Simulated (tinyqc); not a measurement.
The integration grid: Kohn-Sham B3LYP on finer and finer grids in the 6-31g basis, for H2, spin multiplicity 3. Computed by the program tinyqc with PySCF. 

Geometry (angstrom):
```
atom,x,y,z
H,0.0000,0.0000,0.0000
H,0.0000,0.0000,0.8280
```

Self-consistent on each grid; the net force on the molecule should vanish.

Kohn-Sham energy on Becke grids (radial x angular points per atom):
```
grid,points,residual of the electron count,E (hartree),E - finest (mhartree),largest net force without grid terms (hartree/bohr)
10 x 14,276,1.30e-02,-0.81370,-2.58598,2.78e-16
15 x 26,774,-1.21e-04,-0.81201,-0.89759,1.11e-16
20 x 50,1992,-2.06e-04,-0.81109,0.02182,3.89e-16
30 x 86,5148,-1.14e-05,-0.81111,-0.00297,6.91e-18
50 x 194,19378,4.98e-09,-0.81111,-0.00013,2.50e-16
75 x 302,45268,-6.05e-10,-0.81111,3.34e-05,2.22e-16
120 x 590,141384,-6.00e-11,-0.81111,0.00000,9.30e-17
```

The energy is within 0.1 mhartree of the finest grid first at 20 x 50. The error has both signs, since quadrature is not variational. The net force vanishes by symmetry here, so only the electron count signals a poor grid.
